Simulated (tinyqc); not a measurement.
Surface photovoltage measurement of the minority-carrier diffusion length in a wafer: one step, computed by the program tinyqc.

Low injection, steady light, a depletion layer much thinner than 1/alpha and L. The excess density dn is taken at the front edge of the neutral region; light that reaches the back is lost.

Task: The linear plot. alpha = (84.732/lambda - 76.417)^2 per cm with lambda in micrometre (an empirical fit for silicon between 0.7 and 1.05 micrometre). Thick wafer: dn = Phi L/((S_f + D/L)(L + 1/alpha)). Finite wafer, with s = S_b L/D, w = W/L, a = alpha L: dn = [Phi a/(a^2 - 1)] [a - B - exp(-alpha W)(a - s)/(cosh w + s sinh w)]/(S_f + B D/L), B = (sinh w + s cosh w)/(cosh w + s sinh w). Readings y = (Phi/dn) (1 + noise x g) at 780, 830, 880, 920, 950, 975 and 995 nm; a least-squares line y = c (1/alpha + L_app) gives L_app = intercept/slope.

Inputs (values chosen for the exercise, modelled on p-type silicon at room temperature): diffusion length L = 18 micrometre; wafer thickness W = 775 micrometre; diffusivity D = 30.1 cm^2/s; front recombination velocity S_f = 160 cm/s; back recombination velocity S_b = 1700 cm/s; photon flux entering = 1.9e+11 1/(cm^2 s); relative noise of each reading = 0.2 %.

normal deviates g for the noise: [-0.53, 0.29, -0.58, -1.04, -0.36, -0.51, 0.23]

Give: the table «Readings» with the columns 1/alpha (micrometre), y (cm/s), line (cm/s), for lambda (nm) = 780, 830, 880, 920, 950, 975, 995; slope; apparent length L_app; error of L_app (rounded to 0.001).

Result:

Readings:
```
lambda (nm)  1/alpha (micrometre)   y (cm/s)  line (cm/s)
780                           9.6  2.589e+04    2.587e+04
830                          15.2  3.113e+04    3.107e+04
880                          25.3  4.059e+04    4.059e+04
920                          40.7  5.490e+04    5.497e+04
950                          61.3  7.430e+04    7.432e+04
975                          90.9  1.020e+05    1.021e+05
995                         130.9  1.397e+05    1.396e+05
```

slope = 938.2 cm/(s micrometre)

apparent length L_app = 17.93 micrometre

error of L_app (rounded to 0.001) = -0.365 %

At W/L = 43.1 the finite thickness shifts L_app by less than 0.05 %. S_f scales all readings alike and leaves L_app unchanged.
